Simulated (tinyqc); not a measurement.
# Off-state leakage of single and stacked transistors: what changes with what

n-channel devices of unit width. Subthreshold current I(Vg, Vs, Vd) = I0 (T/300 K)^0.5 exp[(Vg - Vs - VT(T) - gb (Vs - Vb) + dd (Vd - Vs))/(nf Vt)] (1 - exp(-(Vd - Vs)/Vt)), VT(T) = VT - cT (T - 300 K). Gate-edge tunnelling Ig (Vd/1 V) exp(ag (Vd - 1 V)), for a gate at 0 V, and band-to-band leakage Ab u exp(-Bb/u), u = Vd - Vb + 1 V, flow at a drain held at V; both are taken as independent of T. In a stack of off transistors (all gates at 0 V) the same subthreshold current passes through each.

Values chosen for this exercise; values of the order met in bulk silicon logic transistors: temperature T = 378 K; supply voltage V = 0.7 V; threshold at 300 K, zero drain and body bias VT = 0.5 V; fall of the threshold with temperature cT = 0.6 mV/K; current at threshold at 300 K I0 = 0.37 uA/um; slope factor nf = 1.2; drain-induced lowering per volt dd = 0.07; rise of the threshold per volt of source-body bias gb = 0.18; gate-edge tunnelling current at 1 V Ig = 2e-6 uA/um; exponential slope of the gate current ag = 4.1 1/V; prefactor of band-to-band leakage at the drain Ab = 50 uA/(um V); its exponential voltage Bb = 19 V; body voltage Vb = 0 V.

Constants: q = 1.602176634e-19 C, kB = 1.380649e-23 J/K, Vt = kB T/q. Results are converted to the units shown.

Each table varies one quantity; the others keep the values above.

## Subthreshold current against the height of the stack

All n gates at 0 V, bottom source at 0 V, top drain at V; node voltages follow from equal currents.

Subthreshold current against the height of the stack:
columns A: n; B: I (nA/um); C: reduction factor; D: drain voltage of the bottom device (mV); E: source voltage of the top device (mV); F: voltage across the top device (V)
```
A          B       C       D       E        F
1   0.013411  1.0000  700.00       0  0.70000
2  0.0031273  4.2885  45.528  45.528  0.65447
3  0.0017479  7.6726  18.962  63.719  0.63628
4  0.0012105  11.080  12.058  75.209  0.62479
5  9.2512e-4  14.497  8.8464  83.616  0.61638
6  7.4840e-4  17.920  6.9864  90.245  0.60976
```

The second transistor cuts the current by a factor of 4.29, the third by a further 1.79 and the sixth by 1.24. The top device keeps 87.1 % of the supply at n = 6, while the drain voltage of the bottom one falls to 0.214 Vt.

## Leakage components against the supply voltage

Same model as above.

One transistor with Vg = Vs = 0, Vd = V; stack factor I(one)/I(two in series).

Leakage components against the supply voltage:
```
V (V)  subthreshold (nA/um)  gate edge (nA/um)  band-to-band (nA/um)  total (nA/um)  stack factor  largest part
0.5                0.009374           1.287e-4                0.2366         0.2461         3.338  band-to-band
0.6                 0.01121           2.328e-4                0.5570         0.5684         3.773  band-to-band
0.7                 0.01341           4.092e-4                 1.190          1.204         4.289  band-to-band
0.8                 0.01604           7.047e-4                 2.344          2.361         4.899  band-to-band
0.9                 0.01919           0.001195                 4.313          4.333         5.621  band-to-band
1                   0.02295           0.002000                 7.485          7.510         6.477  band-to-band
1.1                 0.02745           0.003315                 12.36          12.39         7.489  band-to-band
1.2                 0.03284           0.005449                 19.53          19.57         8.689  band-to-band
1.3                 0.03928           0.008895                 29.72          29.77         10.11  band-to-band
1.4                 0.04698            0.01443                 43.75          43.82         11.79  band-to-band
```

What does the comparison show?

As V goes from 0.5 to 1.4, the total leakage rises from 0.246 to 43.8 nA/um. The band-to-band part leads at V = 0.5 and in all other rows. The reduction by a stack of two rises from 3.34 to 11.8, for the subthreshold part alone.

Program tinyqc, `OMP_NUM_THREADS=1 python tinyqc.py 2242125 2242126 out.jsonl`; Intel Xeon 2.30GHz, shared host, one thread, about 0.03 s.
